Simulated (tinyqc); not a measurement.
# Reset of a mushroom phase-change cell, hemispherical electro-thermal model: what changes with what

Current spreads from a hemispherical contact of radius r0 into a large dome with constant rho and ka: j = I/(2 pi r^2). With s = r0/r the steady rise is T - T0 = c (b s - s^2), c = I^2 rho/(8 pi^2 ka r0^2). The heat lost through the heater, (T(r0) - T0)/Rh, fixes b = (2 + g)/(1 + g), g = 1/(2 pi ka r0 Rh).

Inputs (values chosen for the exercise); values of the order of Ge-Sb-Te and related chalcogenides: ambient temperature T0 = 300 K; melting point Tm = 887 K; radius of the heater contact r0 = 13 nm; resistivity of the hot chalcogenide rho = 1.4 mohm cm; its thermal conductivity ka = 0.74 W/(m K); thermal resistance of the path through the heater Rh = 5 K/uW.

Each table varies one quantity; the others keep the values above.

## Amorphous thickness against current

The peak lies at s = b/2 with the rise c b^2/4; melting starts at the current where that equals Tm - T0, and the molten shell spans the roots of s^2 - b s + (Tm - T0)/c = 0 (s at most 1). Electrical resistance rho/(2 pi r0).

Amorphous thickness against current:

| I (uA) | peak T (K) | T at the contact (K) | thickness of the melt (nm) | power (uW) |
|---|---|---|---|---|
| 1060 | 904.6 | 669.7 | 7.411 | 192.6 |
| 1090 | 939.3 | 690.9 | 13.14 | 203.6 |
| 1140 | 999.3 | 727.6 | 20.15 | 222.7 |
| 1200 | 1075 | 773.8 | 27.43 | 246.8 |
| 1300 | 1209 | 856.1 | 38.93 | 289.7 |
| 1410 | 1370 | 954.2 | 51.29 | 340.8 |
| 1560 | 1609 | 1101 | 69.04 | 417.1 |
| 1740 | 1929 | 1296 | 92.40 | 518.9 |

Read the table: what changes, and by how much?

The thickness rises from 7.41 to 92.4 nm; it opens as the square root of I - Im just above the melting current of 1040 uA. The contact itself melts from I = 1410 uA on among the rows. For I = 1560, 1740 the peak exceeds 1600 K, where the material would degrade.

## Scaling of the melting current

Same model as above.

Rh is scaled as 1/r0, as for an isotropic shrink, in the last two columns and held fixed in the first two.

Scaling of the melting current:

| r0 (nm) | Im (uA) | Im/(2 pi r0^2) (MA/cm^2) | Im with Rh = Rh (13 nm/r0) (uA) | power there (uW) |
|---|---|---|---|---|
| 5 | 448.3 | 285.4 | 401.7 | 71.92 |
| 8 | 684.6 | 170.2 | 642.8 | 115.1 |
| 12 | 975.2 | 107.8 | 964.1 | 172.6 |
| 17 | 1311 | 72.22 | 1366 | 244.5 |
| 24 | 1749 | 48.34 | 1928 | 345.2 |
| 33 | 2278 | 33.29 | 2651 | 474.7 |
| 45 | 2948 | 23.17 | 3616 | 647.3 |
| 60 | 3753 | 16.59 | 4821 | 863.0 |

Read the table: what changes, and by how much?

With isotropic scaling Im and the power go as r0^(1.00) and r0^(1.00), so the current density grows as 1/r0 and the voltage stays fixed. With Rh held, Im goes as r0^(0.86) over the table, as the heater path weighs more for a small contact. For r0 = 5, 8 boundary thermal resistance, left out here, would dominate.

Range of the model: Constant properties, no latent heat, thermoelectric terms, boundary resistance or heating in the heater itself.

Computed by the program tinyqc: `OMP_NUM_THREADS=1 python tinyqc.py 2490065 2490066 out.jsonl`, one thread of a shared Intel Xeon 2.30GHz, about 0.01 s for the whole run.
